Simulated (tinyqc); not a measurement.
Threshold-voltage variability of a planar MOSFET, analytic estimates: one step of the calculation.

Three independent sources add in quadrature: random dopants in the depleted layer, metal-gate grains of two orientations, and roughness of the two gate edges acting through the roll-off VT = VT(long) - Vr exp(-L/l). These are first-order estimates: no three-dimensional electrostatics, no percolation.

Question. Total spread, mismatch and leakage. s = sqrt(s1^2 + s2^2 + s3^2). For a pair: s(dVT) = sqrt(2) s; current mismatch sqrt(2) sqrt((gI s)^2 + sb^2); input offset = current mismatch/gI. For a Gaussian VT the off current is log-normal with mean/median = exp(s^2/(2 (n Vt)^2)).

Parameters, values chosen for the exercise; material values close to those of silicon:
- T = 293 K (temperature)
- n = 1.12 (subthreshold factor)
- gI = 10 1/V (gm/I of a matched pair)
- sb = 2.7 % (spread of the gain factor of one device)

Constants: q = 1.602176634e-19 C, kB = 1.380649e-23 J/K, Vt = kB T/q. Results are converted to the units shown.

s1 = 20.842831 mV
s2 = 12.247449 mV
s3 = 6.8636818 mV

Find: s; s(dVT); current mismatch; input offset; mean/median of Ioff.

Answer.

s = 25.130 mV
s(dVT) = 35.540 mV
current mismatch = 35.744 %
input offset = 35.744 mV
mean/median of Ioff = 1.4842

Numbers from tinyqc (`OMP_NUM_THREADS=1 python tinyqc.py 2090157 2090158 out.jsonl`; about 0.01 s on one thread of a shared Intel Xeon 2.30GHz).
